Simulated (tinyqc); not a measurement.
Fermi-Dirac statistics of conduction electrons: sweeps and comparisons. A value that a table varies takes the place of the one given here.

Non-parabolic band E (1 + alpha E) = c k^2/m: n = Nc (2/sqrt(pi)) integral_0^infinity sqrt(x (1 + a x)) (1 + 2 a x) dx/(1 + exp(x - eta)) with a = alpha kT and eta = (EF - Ec)/kT; a = 0 gives n = Nc F_1/2(eta).

Constants: hbar^2/2m0 = 3.80998211 eV angstrom^2; kB = 8.617333262e-05 eV/K.

Parameters, chosen for this exercise (near those of GaN, lowest valleys alone; not measured data): m = 0.207 m0 (density-of-states mass of the conduction band); T = 300 K; alpha = 0.18 1/eV (non-parabolicity); m1 = 0.207 m0 (mass of one isotropic band with spin); L = 50 angstrom (confinement length used to compare densities); n = 1.9e+17 1/cm^3 (electron density).

## Parabolic against non-parabolic filling

N = 2 (m kB T/(4 pi c))^(3/2) with c = hbar^2/2m0, in 1/angstrom^3; times 1e24 for 1/cm^3. k_F = (3 pi^2 n)^(1/3) and the energy E0 that solves E (1 + alpha E) = c k_F^2/m give the limit of zero temperature.

EF - Ec (meV):
```
n (1/cm^3)  parabolic  non-parabolic  non-parabolic, 0 K
2.0e+17         -63.1          -63.5                 6.0
9.0e+17         -21.5          -22.0                16.4
4.0e+18          28.7           27.8                44.0
1.0e+19          73.9           72.2                80.6
4.0e+19         203.3          195.6               198.9
1.0e+20         378.1          354.6               356.6
```

How do the results move?

Non-parabolicity lowers EF by 0.5 meV at the lowest density and by 23.4 meV at the highest, where alpha (EF - Ec) = 0.06. Temperature lowers EF below its 0 K value by 69.6 meV at the lowest density and by 2.0 meV at the highest. EF enters the band between 9e+17 and 4e+18 1/cm^3.

## Dimension (statistics of electrons in three, two and one dimensions)

One band edge at E = 0, lambda = sqrt(4 pi c/(m1 kT)) with c = hbar^2/2m0. Densities with spin: n3 = (2/lambda^3) F_1/2(eta), n2 = (2/lambda^2) F_0(eta) with F_0 = ln(1 + exp(eta)), n1 = (2/lambda) F_-1/2(eta). F_j(eta) = (1/Gamma(j + 1)) integral_0^infinity x^j dx/(1 + exp(x - eta)), which tends to exp(eta) for eta << 0.

The last two columns turn the sheet and line densities into volume densities, n2/L and n1/L^2, over n3.

Densities:
```
eta  n3 (1/cm^3)  n2 (1/cm^2)  n1 (1/cm)  (n2/L)/n3  (n1/L^2)/n3
-4      4.30e+16     4.06e+10   3.82e+04       1.89         3.56
-2      3.06e+17     2.84e+11   2.61e+05       1.86         3.42
-1      7.75e+17     7.00e+11   6.22e+05       1.81         3.21
0       1.81e+18     1.55e+12   1.28e+06       1.71         2.83
1       3.72e+18     2.94e+12   2.17e+06       1.58         2.33
2       6.67e+18     4.75e+12   3.10e+06       1.42         1.86
4       1.54e+19     8.98e+12   4.62e+06       1.17         1.20
8       4.10e+19     1.79e+13   6.70e+06      0.872        0.653
```

lambda = 94.6 angstrom

How do the results move?

Far below the edge all three follow exp(eta), and the ratios tend to lambda/L = 1.892 and its square. From eta = 4 to 8 the densities grow by 2.67, 1.99 and 1.45, near the powers 2^(3/2), 2 and 2^(1/2) that the densities of states E^(1/2), E^0 and E^(-1/2) give. One subband serves while EF stays several kT below the second, 8.4 kT up for hard walls; rows with a larger eta, if any, overfill it.

## What moves the Fermi level

N = 2 (m kB T/(4 pi c))^(3/2) with c = hbar^2/2m0, in 1/angstrom^3; times 1e24 for 1/cm^3. Each row changes one parameter from the base and keeps the others.

Results:
```
case                parabolic EF - Ec (meV)  non-parabolic EF - Ec (meV)
base                                 -64.43                       -64.90
m = 0.2277 m0                        -68.23                       -68.69
T = 275 K                            -55.88                       -56.27
n = 9.5e+16 1/cm^3                   -82.72                       -83.18
alpha = 0.27 1/eV                    -64.43                       -65.13
```

How do the results move?

The largest shifts from the base row, up to three for each result and ties (the steps differ in size, so this ranks the rows, not the parameters). parabolic EF - Ec (meV): n -18.29, T +8.56, m -3.79; unchanged at the printed digits by alpha. non-parabolic EF - Ec (meV): n -18.28, T +8.63, m -3.79.

tinyqc: `OMP_NUM_THREADS=1 python tinyqc.py 1681597 1681598 out.jsonl`; about 0.01 s, one thread, shared Intel(R) Xeon(R) Processor @ 2.30GHz.
